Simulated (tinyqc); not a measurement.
Nanowire ballistic transistor, top-of-the-barrier model: two steps of the calculation.

At the top of the source barrier, states moving towards the drain are filled by the source (Fermi level 0) and states moving back by the drain (Fermi level -q Vd); nothing scatters. U is the shift of the band edge there, set by the capacitances CG, CD and CS (the total) and by the charge. Parabolic one-dimensional subbands; the source is grounded.

Values chosen for this exercise; mass and valleys close to those of indium arsenide:
- T = 300 K (temperature)
- m = 0.0287 m0 (effective mass)
- gv = 1 (valley degeneracy)
- eox = 22 (relative permittivity of the gate insulator)
- tox = 1.6 nm (insulator thickness)
- d = 4 nm (wire diameter)
- dE = 0.11 eV (offset of a second subband (0: none))
- aG = 0.79 (gate control CG/CS)
- E0 = 0.27 eV (band edge at the barrier top above the source Fermi level at zero bias)
- Vd = 0.8 V (drain voltage)

Constants: q = 1.602176634e-19 C, kB = 1.380649e-23 J/K, hbar = 1.054571817e-34 J s, h = 6.62607015e-34 J s, m0 = 9.1093837015e-31 kg, Vt = kB T/q, eps0 = 8.8541878128e-14 F/cm where lengths are in cm. Results are converted to the units shown.

Problem 1. Self-consistent potential at the barrier top. eta1 = -(E0 + U)/Vt, eta2 = eta1 - Vd/Vt, n = (N0/2)[F_(-1/2)(eta1) + F_(-1/2)(eta2)], F_(-1/2)(x) = (1/sqrt(pi)) int_0^infinity u^(-1/2)/(1 + exp(u - x)) du. Each F is summed over the two subbands, F(eta) + F(eta - dE/Vt), which share the mass. U(out) = UL + q (n - n0)/CS. U(new) = U + 0.2 (U(out) - U).

U at the start (U = UL) = -0.64 eV
N0 = 7.8732060e5 cm^-1
CS = 26.357515 pF/cm
n0 = 23.252151 cm^-1
UL = -0.64 eV

Wanted: eta1; eta2; n; U(out); U after iteration 1.

Solution 1.

eta1 = 14.312
eta2 = -16.633
n = 3.0797e6 cm^-1
U(out) = -0.62128 eV
U after iteration 1 = -0.63626 eV

Problem 2. Current, mean velocity and share of the gate voltage. N0 = gv sqrt(2 m kB T/pi)/hbar, CG = 2 pi eps0 eox/ln(1 + 2 tox/d), CS = CG/aG, n0 = n at U = 0 and Vd = 0. I = gv (2 q^2/h) Vt [ln(1 + exp eta1) - ln(1 + exp eta2)], summed over both subbands. Mean velocity I/(q n). CQ = (q/Vt) dn/d(eta1); the band edge follows the gate as -dU/dVg = aG/(1 + CQ/CS).

converged U = -0.62184439 eV

Give: eta1; n; I; mean velocity; CQ; -dU/dVg.

Solution 2.

eta1 = 13.61
n = 2.987e6 cm^-1
I = 46.00 uA
mean velocity = 9.613e7 cm/s
CQ = 0.8332 pF/cm
-dU/dVg = 0.7658 eV/V

The carriers from the source are degenerate (eta1 = 13.6), and the mean velocity is 3.03 times vT = sqrt(2 kB T/(pi m)) = 3.18e7 cm/s.

Numbers from tinyqc (`OMP_NUM_THREADS=1 python tinyqc.py 2400051 2400052 out.jsonl`; about 0.08 s on one thread of a shared Intel Xeon 2.30GHz).
